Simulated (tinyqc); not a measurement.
# Permittivity and interface capacitance from two thicknesses

Inverse problem. 1/C = t/(eps0 ek) + 2/ci for planar capacitors that differ only in thickness. Find ek, ci and the EOT of the interfaces, 2 x 3.9 eps0/ci.

Constants: eps0 = 8.8541878128e-14 F/cm where lengths are in cm. Results are converted to the units shown.

C at t = 7.8 and 23 nm (uF/cm^2): 3.9886422  1.3844026

Solution. 1/C is a straight line in t: the slope gives ek and the intercept 2/ci. A single thickness would give only the effective permittivity; when the interfaces are a small part of 1/C, ci needs very accurate data.

ek = 36.4
ci = 230 uF/cm^2
EOT of the interfaces = 0.0300 nm

Program tinyqc, `OMP_NUM_THREADS=1 python tinyqc.py 2102134 2102135 out.jsonl`; Intel Xeon 2.30GHz, shared host, one thread, about 0.01 s.
